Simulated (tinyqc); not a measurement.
An infinitely deep well in a field (quantum-confined Stark shift), Airy functions: two steps of the calculation.

Hard walls at x = -L/2 and +L/2; between them U(x) = -F x (eV, zero at the centre). C = hbar^2/(2 m0), e = (C F^2/m1)^(1/3), z1 = (F L/2 - E)/e at the left wall and z2 = (-F L/2 - E)/e at the right wall. Levels are the roots of D(E) = Ai(z1) Bi(z2) - Ai(z2) Bi(z1).

Values chosen for this exercise:
```
symbol,value,unit,meaning
m1,0.041,m0,mass
L,9.4,nm,well width
F,0.02,V/nm,field
n,2,,level sought
```

Constants: q = 1.602176634e-19 C, hbar = 1.054571817e-34 J s, m0 = 9.1093837015e-31 kg, hbar^2/(2 m0) = 0.0380998212 eV nm^2. Results are converted to the units shown.

Question 1. Secant step for the level. Secant step from the last two trial energies, E_a the older and E_b the newer: next = E_b - D(E_b) (E_b - E_a)/(D(E_b) - D(E_a)).

first trial energy = 0.4152 eV
second trial energy = 0.41 eV

Give: D(E_a); D(E_b); third trial energy.

Answer 1.

D(E_a) = 0.0010803
D(E_b) = 0.0064231
third trial energy = 0.41625 eV

Question 2. Stark shift. Exact shift E_n(F) - E_n(0), and the mean position <x> = -dE_n/dF. E_n(0) = C (n pi/L)^2/m1; second-order shift m1 F^2 L^4 (1 - 15/(pi n)^2)/(48 C pi^2 n^2).

Give: E_n; shift; <x>.

Answer 2.

E_n = 0.4163 eV
shift = 1.077 meV
<x> = -0.1055 nm

tinyqc, about 0.03 s, one thread, Intel Xeon 2.30GHz (shared host): `OMP_NUM_THREADS=1 python tinyqc.py 2580132 2580133 out.jsonl`
